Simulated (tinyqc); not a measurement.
From results back to parameters: Weaire-Thorpe hybrids on a Bethe lattice: gap and dangling bond of an amorphous tetrahedral solid. Four cases, with inputs chosen for the exercise.

Problem. In the Weaire-Thorpe model the two p-like peaks lie at -V2 + V1 and V2 + V1, and the guaranteed gap is 2 V2 - 4 V1. The peak positions come from hidden V1 and V2.

Case 1.

peaks (eV): bonding -2.760, antibonding 6.380

Case 2.

peaks (eV): bonding -2.610, antibonding 6.230

Case 3.

peaks (eV): bonding -2.380, antibonding 6.160

Case 4.

peaks (eV): bonding -8.410, antibonding 12.590

Find: V1, V2; guaranteed gap; lowest possible level -3 V1 - V2.

Solution. The mean of the peaks is V1 and half their distance V2.

Case 1.

V1, V2 (eV): 1.81  4.57

guaranteed gap = 1.90 eV
lowest possible level -3 V1 - V2 = -10.00 eV

Case 2.

V1, V2 (eV): 1.81  4.42

guaranteed gap = 1.60 eV
lowest possible level -3 V1 - V2 = -9.85 eV

Case 3.

V1, V2 (eV): 1.89  4.27

guaranteed gap = 0.98 eV
lowest possible level -3 V1 - V2 = -9.94 eV

Case 4.

V1, V2 (eV): 2.09  10.50

guaranteed gap = 12.64 eV
lowest possible level -3 V1 - V2 = -16.77 eV

Computed by tinyqc, one run a case: `OMP_NUM_THREADS=1 python tinyqc.py N N+1 out.jsonl` with N = 1482407, 1482439, 1482468, 1482471; one thread of a shared Intel(R) Xeon(R) Processor @ 2.30GHz, about 0.04 s a run at most.
